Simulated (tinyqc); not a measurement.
# Floating body of a partially depleted SOI transistor: body voltage and kink: effects of single changes

Source at 0 V. Channel current Ic = 2 nf K Vt^2 [F(0) - F(Vd)](1 + la Vd), F(V) = ln^2(1 + exp((Vg - VT - nf V)/(2 nf Vt))), VT = VT0 - gb Vb. Saturation voltage Vs = 2 Vt sqrt(F(0)) + 3 Vt, excess Ve = (Vd - Vs + sqrt((Vd - Vs)^2 + 0.0004 V^2))/2, multiplication M1 = Ai Ve exp(-Bl/Ve). Each junction passes D(v) = J1 (exp(v/Vt) - 1) + J2 (exp(v/(2 Vt)) - 1). Bipolar current Ib = bb J1 (exp(Vb/Vt) - 1). The body settles where M1 (Ic + Ib) = D(Vb) + D(Vb - Vd) + Vb/Rb; drain current Id = (1 + M1)(Ic + Ib) - D(Vb - Vd).

Parameters, values chosen for the exercise; values of the order met in partially depleted silicon-on-insulator transistors: temperature T = 300 K; threshold at zero body voltage VT0 = 0.45 V; fall of the threshold per volt of body voltage gb = 0.25; slope factor nf = 1.25; gain factor per width K = 110 uA/(V^2 um); channel-length modulation factor la = 0.05 1/V; impact-ionisation prefactor Ai = 3.34 1/V; impact-ionisation voltage Bl = 5.9 V; diffusion saturation current of each junction J1 = 3.9e-13 uA/um; recombination saturation current of each junction J2 = 7.8e-8 uA/um; gain of the lateral bipolar transistor on the diffusion current bb = 1; resistance of a weak body tie to the source (1e9 stands for no tie, and the term is then dropped) Rb = 1e9 kohm um; gate voltage Vg = 0.93 V; drain voltage Vd = 2.4 V.

Constants: q = 1.602176634e-19 C, kB = 1.380649e-23 J/K, Vt = kB T/q. Results are converted to the units shown.

Each table varies one quantity; the others keep the values above.

## Output curve and kink

Rows with more than one solution for Vb (latch) are left out; dId/dVd by a forward difference over 1e-4 V, swing = 1e-4 V over the change of log10 Id; M1 under 1e-12 is printed as 0.

Output curve and kink:
```
Vd (V)  Vb (V)        M1  Id, floating (uA/um)  Id, grounded (uA/um)  ratio  dId/dVd, floating (uS/um)  dId/dVd, grounded (uS/um)
1       0.3563  5.143e-6                 14.96                 10.65  1.405                      16.42                     0.5144
1.2     0.5409  1.815e-4                 17.66                 10.76  1.642                      10.46                     0.6169
1.4     0.6362  0.001882                 19.28                 10.91  1.767                      6.516                      1.001
1.6     0.6879  0.009210                 20.53                 11.18  1.835                      6.464                      1.788
1.8     0.7218   0.02852                 22.05                 11.65  1.892                      9.231                      2.966
2       0.7468   0.06637                 24.41                 12.39  1.970                      14.82                      4.454
2.2     0.7670    0.1280                 28.23                 13.45  2.099                      24.24                      6.152
```

Vb rises from 0.356 to 0.767 V and the ratio of the currents rises from 1.41 to 2.10. The output conductance with a floating body exceeds the grounded value by the largest factor among the rows, 31.9, at Vd = 1 V, where Vb = 0.356 V and M1 = 5.14e-6.

## Transfer curve and swing

Same model as above.

Transfer curve and swing:
columns A: Vg (V); B: Vb (V); C: M1; D: Id, floating (uA/um); E: Id, grounded (uA/um); F: ratio; G: swing, floating (mV/decade); H: swing, grounded (mV/decade)
```
A          B       C         D         E      F      G      H
0    0.07975  0.6115  6.281e-7  3.749e-7  1.675  65.53  93.97
0.1   0.2976  0.6109  6.482e-5  6.609e-6  9.807  45.41  75.47
0.2   0.5441  0.6039  0.009131  1.419e-4  64.36  48.93  75.25
0.3   0.6811  0.5707    0.4098  0.002902  141.2  85.78  78.06
0.4   0.7327  0.5111     2.681   0.04720  56.80  180.1  89.93
0.5   0.7563  0.4458     6.987    0.4261  16.40  320.4  127.6
0.6   0.7690  0.3840     12.49     1.801  6.933  487.6  204.5
0.7   0.7766  0.3273     18.68     4.480  4.169  667.7  312.6
0.8   0.7812  0.2760     25.33     8.341  3.036  851.7  437.2
```

Read the table: what changes, and by how much?

Vb rises from 0.0797 to 0.781 V. The smallest swing among the rows is 45.4 mV a decade with a floating body (at Vg = 0.1 V) and 75.2 with a grounded one; Vt ln 10 = 59.5. The floating swing is smaller by more than 3 % for Vg = 0, 0.1, 0.2 V, where the rising Vb lowers the threshold as Vg rises. In the first row the floating body raises the current by a factor of 1.68.

Range of the model: The multiplication law is an empirical form chosen for the exercise; self-heating and capacitive coupling to the body are left out, and the linear laws are rough once Vb passes about 0.7 V or M1 about 0.1.

Numbers from tinyqc (`OMP_NUM_THREADS=1 python tinyqc.py 2182126 2182127 out.jsonl`; about 0.2 s on one thread of a shared Intel Xeon 2.30GHz).
